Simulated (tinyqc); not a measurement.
# Resonant-tunnelling diode, transfer matrices and Tsu-Esaki current: several studies

Emitter (band edge 0), barrier d1, well Lw, barrier d2, collector (edge -V). The bias drops linearly over these layers and none in the contacts; each layer is cut into ns equal slices, flat at the value of their centres. E is the energy of motion across the layers, C = hbar^2/(2 m0), psi and psi'/m are continuous. Transport is coherent, T(E) is taken as independent of the transverse momentum, and charge in the well is ignored.

Values chosen for this exercise; masses and offsets of a made-up heterostructure:
```
symbol  value  unit                                               meaning
T         150     K                                           temperature
mw      0.019    m0                 mass in the well, spacer and contacts
U1        1.3    eV                                        barrier height
m1       0.12    m0                                          barrier mass
d1        1.3    nm                                       emitter barrier
Lw        4.3    nm                                            well width
d2        1.5    nm                                     collector barrier
ns          2                                        slices in each layer
Ef       0.16    eV  Fermi energy of both contacts above their band edges
V         0.2     V                                 bias of the collector
```

Constants: q = 1.602176634e-19 C, kB = 1.380649e-23 J/K, hbar = 1.054571817e-34 J s, m0 = 9.1093837015e-31 kg, Vt = kB T/q, hbar^2/(2 m0) = 0.0380998212 eV nm^2. Results are converted to the units shown.

Each table varies one quantity; the others keep the values above.

## Current against voltage

For the pair (psi, psi'/m) a flat layer has M = [[cos kd, (m/k) sin kd], [-(k/m) sin kd, cos kd]] with k = sqrt(m (E - U)/C) above its edge U, and M = [[cosh Kd, (m/K) sinh Kd], [(K/m) sinh Kd, cosh Kd]] with K = sqrt(m (U - E)/C) below it. Later slices stand to the left. With M acting on (psi, psi'/m) and v = k/m in each lead, T(E) = 4 vL vR/[(vL vR M12 - M21)^2 + (vR M11 + vL M22)^2]. J = J0 times the integral over E > 0 of T(E) N(E), N = ln[(1 + exp((Ef - E)/Vt))/(1 + exp((Ef - V - E)/Vt))], J0 = q^2 mw m0 kB T/(2 pi^2 hbar^3) (times 1e-4 for A/cm^2 per eV). The integral is converged to the digits shown.

Results:
```
V (V),J (kA/cm^2)
0.046,1.292
0.157,31.60
0.212,73.16
0.268,119.2
0.323,159.2
0.378,182.6
0.434,136.9
0.489,4.022
0.545,1.944
0.6,1.334
0.655,1.051
0.711,0.8950
```

Estimate the missing row, V = 0.101 V.

Computed row:
```
V (V),J (kA/cm^2)
0.101,7.545
```

With this row back in the table: Among the rows the current peaks at 183 kA/cm^2 at V = 0.378 V and falls to 0.895 kA/cm^2 at 0.711 V, a ratio of 204 (it is still falling in the last row, so the valley lies there or beyond). At zero bias the resonance lies at 0.224 eV and the centre of the well takes the share 0.486 of the bias, so the level should reach the emitter band edge near V = 0.461 V; beyond that only the tail of the broadened level (width 4.14 meV at zero bias) and off-resonant tunnelling carry current. Without scattering and space charge the valley comes out far lower than in a real diode. In 6 of the 13 rows the bias alone exceeds 0.4 V, so electrons enter the collector far above its band edge, where real bands are no longer parabolic.

## Resonance against bias

The resonance is the first maximum of T(E) for E > 0, G its full width at half maximum. For a sharp resonance J = J0 (pi G/2) Tp N(Er), with Er the peak energy, Tp the peak transmission and G the full width at half maximum (in eV).

Resonance against bias:
```
V (V),Er (eV),Tp,G (meV),J (kA/cm^2),one-resonance J (kA/cm^2)
0.046,0.2013,0.9044,4.083,1.292,0.8956
0.104,0.1729,0.9367,4.003,8.251,7.357
0.161,0.1447,0.9639,3.915,34.20,34.14
0.219,0.1159,0.9857,3.807,78.95,80.68
0.276,0.08743,0.9986,3.672,125.6,128.6
0.334,0.05827,0.9948,3.477,165.8,170.0
0.391,0.02944,0.9421,3.163,182.7,187.9
```

What does the table show?

Er falls from 0.201 to 0.0294 eV, by 0.498 eV a volt, against the share 0.486 of the bias at the centre of the well. Tp goes from 0.904 through a maximum of 0.999 (at V = 0.276 V among the rows listed) to 0.942: the bias lowers the thicker collector barrier towards a match with the emitter barrier. The one-resonance current is 31 % below the full integral in the first row and 2.9 % above it in the last.

## Effect of the emitter barrier

Same model as above.

Effect of the emitter barrier:
```
d1 (nm),Er (eV),Tp,G (meV),J (kA/cm^2)
0.8,0.1319,0.3637,16.86,83.17
1,0.1294,0.6243,8.644,80.18
1.3,0.1254,0.9793,3.845,63.36
1.5,0.1227,0.9467,2.656,45.46
1.7,0.1202,0.6998,2.100,28.32
2,0.1166,0.3121,1.764,11.53
2.2,0.1144,0.1599,1.677,5.894
```

Read the table: what changes, and by how much?

As d1 grows from 0.8 to 2.2 nm, G falls from 16.9 to 1.68 meV, Tp goes from 0.364 through a maximum of 0.979 (at d1 = 1.3 nm among the rows listed) to 0.160, and J falls from 83.2 to 5.89 kA/cm^2. The product G Tp changes by a factor of 0.0437 and J by 0.0709; the rest comes from the shift of Er (0.132 to 0.114 eV) against the supply function and from current off resonance.

tinyqc, about 0.2 s, one thread, Intel Xeon 2.30GHz (shared host): `OMP_NUM_THREADS=1 python tinyqc.py 2600018 2600019 out.jsonl`
